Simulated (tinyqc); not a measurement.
Worked calculation: Hueckel theory of the pi electrons, for the molecule C1=CC2=CC=CC2=C1 (SMILES; centres numbered as the heavy atoms are written). One step of it, computed by the program tinyqc.

Question. Energy, charges, bond orders. E = sum n x; q_r = z_r - P_rr; bond order p = P_rs; free valence = sqrt(3) - sum of p over the bonds of the atom.

x values: [2.342923, 1.414214, 1.000000, 0.470683, 0.000000, -1.414214, -1.813607, -2.000000]

occupations: [2.000000, 2.000000, 2.000000, 2.000000, 0.000000, 0.000000, 0.000000, 0.000000]

charge and bond-order matrix P, order 1C, 2C, 3C, 4C, 5C, 6C, 7C, 8C:
```
[[1.173210, 0.649887, -0.210643, -0.057220, 0.173210, -0.057220, -0.210643, 0.649887],
 [0.649887, 0.814617, 0.524345, 0.314617, -0.057220, -0.352050, -0.142321, 0.147950],
 [-0.210643, 0.524345, 1.197556, 0.524345, -0.210643, -0.142321, 0.530889, -0.142321],
 [-0.057220, 0.314617, 0.524345, 0.814617, 0.649887, 0.147950, -0.142321, -0.352050],
 [0.173210, -0.057220, -0.210643, 0.649887, 1.173210, 0.649887, -0.210643, -0.057220],
 [-0.057220, -0.352050, -0.142321, 0.147950, 0.649887, 0.814617, 0.524345, 0.314617],
 [-0.210643, -0.142321, 0.530889, -0.142321, -0.210643, 0.524345, 1.197556, 0.524345],
 [0.649887, 0.147950, -0.142321, -0.352050, -0.057220, 0.314617, 0.524345, 0.814617]]
```

Centres:
```
centre  z_r, pi electrons of the neutral centre         h
1C                                            1  0.000000
2C                                            1  0.000000
3C                                            1  0.000000
4C                                            1  0.000000
5C                                            1  0.000000
6C                                            1  0.000000
7C                                            1  0.000000
8C                                            1  0.000000
```

Bonds:
```
i  j  k
1  2  1
2  3  1
3  4  1
4  5  1
5  6  1
6  7  1
7  8  1
8  1  1
7  3  1
```

Give: pi energy = 8 alpha + this times beta; pi charges; Bond orders and lengths from R = 1.517 - 0.180 p; free valence of the carbons; gap between the highest filled and the next level.

Answer.

pi energy = 8 alpha + this times beta = 10.456

pi charges: [-0.173, 0.185, -0.198, 0.185, -0.173, 0.185, -0.198, 0.185]

Bond orders and lengths from R = 1.517 - 0.180 p (angstrom, C-C alone):
```
bond      p      R
1-2   0.650  1.400
2-3   0.524  1.423
3-4   0.524  1.423
4-5   0.650  1.400
5-6   0.650  1.400
6-7   0.524  1.423
7-8   0.524  1.423
8-1   0.650  1.400
7-3   0.531  1.421
```

free valence of the carbons: [0.432, 0.558, 0.152, 0.558, 0.432, 0.558, 0.152, 0.558]

gap between the highest filled and the next level = 0.471 |beta|
